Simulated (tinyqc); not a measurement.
Donor binding, ionisation and the Mott limit: one step of the calculation.

Hydrogenic donor: Ry = (m0 q^3/(8 eps0^2 h^2)) me/eps_r^2 in eV, E0 = cc Ry, radius a = q/(8 pi eps0 eps_r E0), Mott density Nm = (0.26/a)^3. Below Nm the level sinks as Ed = E0 [1 - (N/Nm)^(1/3)]. Neutrality: Nc F12(eta) = N/(1 + 2 exp(eta + Ed/kB T)), F12(x) = (2/sqrt(pi)) int_0^infinity sqrt(u)/(1 + exp(u - x)) du.

Problem. Ionisation. Solve the neutrality equation for eta. Boltzmann form: with k = (Nc/2) exp(-Ed/kB T) the ionised share is [-k + sqrt(k^2 + 4 k N)]/(2 N).

Inputs (values chosen for the exercise); band and dielectric values close to those of silicon: temperature T = 77 K; conduction-band density of states at 77 K Nc = 3.59e18 cm^-3; donor density N = 4e17 cm^-3.

Constants: q = 1.602176634e-19 C, kB = 1.380649e-23 J/K, Vt = kB T/q. Results are converted to the units shown.

Ed = 7.4504419 meV

Give: eta; ionised share; n; ionised share, Boltzmann form.

Solution.

eta = -2.557
ionised share = 67.73 %
n = 2.709e17 cm^-3
ionised share, Boltzmann form = 68.17 %

With the level held at E0 the share would be 28.0 %.

Range of the model: A sharp level with degeneracy 2 overstates freeze-out near Nm, where the impurity band broadens and merges with the conduction band.

Computed by the program tinyqc: `OMP_NUM_THREADS=1 python tinyqc.py 2330008 2330009 out.jsonl`, one thread of a shared Intel Xeon 2.30GHz, about 0.02 s for the whole run.
